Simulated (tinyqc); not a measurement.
Potential-pH (Pourbaix) lines of a metal, its cation, its oxide and an oxyanion, with a complexing ligand: one step, computed by the program tinyqc. Command: `OMP_NUM_THREADS=1 python tinyqc.py 3006874 3006875 out.jsonl pourb walk`. One thread of a shared host (Intel(R) Xeon(R) Processor @ 2.30GHz), about 0.02 s of CPU time with the checks.

Potentials are against the standard hydrogen electrode; solids and water have unit activity; dG_f of M, H+ and the electron is zero; F = e N_A and s = R T ln(10)/F. The cation carries z = 3.

Task: Standard potentials. M3+ + 3e = M; (1/2) M2O3 + 3H+ + 3e = M + (3/2) H2O; MO2(-) + 4H+ + 3e = M + 2H2O. For each, E0 = -dG/(z F), and E = E0 + (s/z) log10 a - (s n_H/z) pH, with no activity term for the oxide.

Inputs (values chosen for the exercise, modelled on gallium): dG_f of the cation = -161.3 kJ/mol; dG_f of the oxide = -996.82 kJ/mol; dG_f of the oxyanion = -532.85 kJ/mol; dG_f of water = -237.14 kJ/mol; temperature T = 298.15 K.

Species: M, M3+, M2O3, MO2(-).

Constants: R = 8.314462618 J/(mol K); e = 1.602176634e-19 C; N_A = 6.02214076e+23 1/mol.

Give: s; E0.

Result:

s = 0.05916 V

E0 (V): cation -0.5573, oxide -0.4930, oxyanion -0.2023

The metal is less noble than hydrogen.
